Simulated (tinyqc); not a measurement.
# Mobility and doping from two currents

Question. A trap-free film with injecting contacts is fitted, with diffusion neglected, by J = q mu N V/Lf + (9/8) eps0 eps_r mu V^2/Lf^3. Find mu, N and the voltage at which both terms are equal.

Inputs (values chosen for the exercise):
- eps_r = 11.8 (relative permittivity)
- Lf = 450 nm (film thickness)

Constants: q = 1.602176634e-19 C, eps0 = 8.8541878128e-14 F/cm where lengths are in cm. Results are converted to the units shown.

J at 2.6 and 9 V (A/cm^2): [5032.2359, 25591.890]

Solution. J/V is a straight line in V: the slope gives mu and the intercept mu N.

mu = 11.00 cm^2/(V s)
N = 4.000e16 cm^-3
crossover voltage = 11.04 V

Computed by the program tinyqc: `OMP_NUM_THREADS=1 python tinyqc.py 2730031 2730032 out.jsonl`, one thread of a shared Intel Xeon 2.30GHz, about 0.06 s for the whole run.
